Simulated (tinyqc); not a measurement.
Spectrum around the optical phonon: single-oscillator infrared dielectric function of a polar cubic crystal. Computed by tinyqc, a small Python program. Command: `OMP_NUM_THREADS=1 python tinyqc.py 3021113 3021114 out.jsonl infrared walk`. One thread of a shared host (Intel(R) Xeon(R) Processor @ 2.30GHz), about 0.01 s of CPU time with the checks.

One ion pair, charges +Z* and -Z*, in a cell of volume Omega = a^3/4. Frequencies omega are given as wavenumbers (1/cm); eps_s is the static dielectric constant.

Inputs (values chosen for the exercise, modelled on sodium chloride):
```
quantity              value      unit
lattice constant a     5.64  angstrom
mass M_A              22.99         u
mass M_B              35.45         u
omega_TO                161      1/cm
Born charge Z*         1.11         e
eps_inf                2.23         -
phonon damping gamma    7.6      1/cm
```

Structure: rock salt. Free carriers: absent.

Constants: nu for 1 eV/(angstrom^2 u) = 15.6333042 THz; 1 THz = 33.35640952 1/cm; e^2/(4 pi eps_0) = 14.39964548 eV angstrom.

Method:
- mu = M_A M_B/(M_A + M_B); ionic plasma term W^2 = 4 pi Z*^2 (e^2/(4 pi eps_0))/(Omega mu) in eV/(angstrom^2 u), turned into 1/cm by W = 15.6333042 x 33.35640952 x sqrt(W^2); omega_LO^2 = omega_TO^2 + W^2/eps_inf; eps_s = eps_inf + W^2/omega_TO^2; Szigeti charge 3 Z*/(eps_inf + 2); longitudinal (Callen) charge Z*/eps_inf.
- eps(omega) = eps_inf + W^2/(omega_TO^2 - omega^2 - i gamma omega); n + i k = sqrt(eps) with k >= 0; R = |(n + i k - 1)/(n + i k + 1)|^2 at normal incidence from vacuum.
- The loss function is Im(-1/eps).

omega_LO = 263.412 1/cm

W = 311.331 1/cm

Spectrum:
```
omega (1/cm)      Re eps     Im eps          R  Im(-1/eps)
80.5              7.2108    0.15675    0.20920   0.0030132
137               15.501     1.9320    0.35624   0.0079176
156               41.442     29.331    0.58439    0.011378
161                 2.23     79.215    0.72551    0.012614
187              -8.2246     1.6421    0.88555    0.023345
212              -2.8290    0.42848    0.87654    0.052339
243             -0.68677    0.16260    0.79494     0.32645
263           -0.0064168    0.10336    0.42917      9.6377
269              0.14689   0.091704    0.18908      3.0582
279              0.36625   0.076115   0.060695     0.54393
303              0.76071   0.051352  0.0048680    0.088339
395               1.4854   0.017181  0.0097335   0.0077857
659               1.9927  0.0029107   0.029133  7.3302e-04
```

R peaks among these rows at 187 per cm with 0.89 and is lowest, 0.005, at 303; far above omega_LO it tends to ((sqrt(eps_inf) - 1)/(sqrt(eps_inf) + 1))^2 = 0.039. Im eps is largest at 161 and the loss function at 263: absorption marks the TO mode and the loss function the LO mode. Re eps is negative in some rows, where R averages 0.75.

Extremes, crossings and ranges named in words are read from the listed rows.
